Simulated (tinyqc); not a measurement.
Trap depth and cross-section from two peaks.

Question. A DLTS peak lies where ew = sn g T^2 exp(-Et/kB T), g = vth Nc/(300 K)^2. Find Et and sn.

Values chosen for this exercise:

| symbol | value | unit | meaning |
|---|---|---|---|
| Nc | 2.77e19 | cm^-3 | conduction-band density of states at 300 K |
| vth | 2.3e7 | cm/s | thermal velocity at 300 K |

Constants: q = 1.602176634e-19 C, kB = 1.380649e-23 J/K. Results are converted to the units shown.

peak temperatures for ew = 20 and 2000 1/s (K): 153.37004  194.16693

Answer. The slope of ln(ew/T^2) against q/kB T is -Et, and the intercept is ln(sn g).

Et = 0.2600 eV
sn = 4.200e-17 cm^2

Numbers from tinyqc (`OMP_NUM_THREADS=1 python tinyqc.py 2050039 2050040 out.jsonl`; about 0.01 s on one thread of a shared Intel Xeon 2.30GHz).
